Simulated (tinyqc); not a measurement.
Band folding and unfolding in a supercell of a chain: one step. Moments of the spectral function. Two cases, with inputs chosen for the exercise.

Question. For each k_m: mean sum_i W E_i and variance sum_i W E_i^2 less the mean squared. The mean must be E0 plus the average of v, and the variance that of v.

A chain with hopping -t and n = 3 sites a supercell. H(K) has v_j on the diagonal, -t between neighbours and -t exp(2 pi i K) on the bond that closes the cell (from the last site to the first of the next cell). The point K holds the n wave vectors k_m = (K + m)/n of the primitive zone, in 2 pi/a, m = 0 to n - 1, with E0 = -2t cos(2 pi k_m). The unfolding weight of a state c on k_m is |sum_j c_j exp(-2 pi i k_m j)|^2/n, j = 0 to n - 1.

Give: Moments.

Case 1.

levels (eV): -1.809641  0.357252  1.982390

weights:
```
     level 1  level 2  level 3
m=0  0.95610  0.03829  0.00562
m=1  0.01222  0.03162  0.95616
m=2  0.03168  0.93009  0.03823
```

Answer.

Moments:
```
m  mean (eV)  variance (eV^2)
0     -1.705            0.250
1      1.885            0.250
2      0.351            0.250
```

The average of v is 0.1767 eV and its variance 0.2497 eV^2: the virtual crystal gives the mean, and the variance is the spread of weight over several levels that it leaves out.

Case 2.

levels (eV): -3.217954  1.342949  3.655005

weights:
```
     level 1  level 2  level 3
m=0  0.98057  0.00758  0.01185
m=1  0.00614  0.08895  0.90491
m=2  0.01329  0.90347  0.08324
```

Answer.

Moments:
```
m  mean (eV)  variance (eV^2)
0     -3.102            0.704
1      3.407            0.704
2      1.475            0.704
```

The average of v is 0.5933 eV and its variance 0.7041 eV^2: the virtual crystal gives the mean, and the variance is the spread of weight over several levels that it leaves out.

Computed by tinyqc, one run a case: `OMP_NUM_THREADS=1 python tinyqc.py N N+1 out.jsonl` with N = 1480435, 1481595; one thread of a shared Intel(R) Xeon(R) Processor @ 2.30GHz, about 0.01 s a run at most.
